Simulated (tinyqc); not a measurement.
Trench capacitor in an array: capacitance, non-linearity, leakage and relaxation: one step of the calculation.

A film between two metal electrodes, each interface adding a series capacitance ci. The small-signal permittivity is ek (1 + aq E^2); the field is found with the linear permittivity. Leakage J = J0 sinh(E/Ef). After a voltage step the film passes a relaxation current kr C V tt^(-nr), tt being the time in seconds. The sidewall is a coaxial capacitor with radii a = dm/2 - t and b = dm/2, depth AR dm; the end face is left out.

Question. Planar capacitance, field and non-linearity. Planar film: Cf = eps0 ek/t, 1/C = 1/Cf + 2/ci, EOT = 3.9 eps0/C, effective permittivity C t/eps0, E = (V/t) C/Cf; quadratic coefficient [C(V)/C - 1]/V^2 with Cf (1 + aq E^2) in C(V).

Parameters, values chosen for the exercise; permittivity of the order of that of hafnium oxide:

| symbol | value | unit | meaning |
|---|---|---|---|
| ek | 20.4 |  | relative permittivity of the film |
| t | 19 | nm | film thickness |
| ci | 1000 | uF/cm^2 | capacitance of each electrode interface (dead layer and screening) |
| aq | 0.0097 | cm^2/MV^2 | quadratic field coefficient of the permittivity |
| V | 2.3 | V | bias |
| J0 | 1.2e-10 | A/cm^2 | leakage prefactor |
| Ef | 0.36 | MV/cm | field for an e-fold rise of the leakage |

Constants: eps0 = 8.8541878128e-14 F/cm where lengths are in cm. Results are converted to the units shown.

Find: Cf; C; EOT; effective permittivity; E; quadratic coefficient; J.

Answer.

Cf = 0.95066 uF/cm^2
C = 0.94886 uF/cm^2
EOT = 3.6393 nm
effective permittivity = 20.361
E = 1.2082 MV/cm
quadratic coefficient = 2671.6 ppm/V^2
J = 1.7187e-9 A/cm^2

The interfaces take 0.190 % of the voltage.

tinyqc, about 0.01 s, one thread, Intel Xeon 2.30GHz (shared host): `OMP_NUM_THREADS=1 python tinyqc.py 2102177 2102178 out.jsonl`
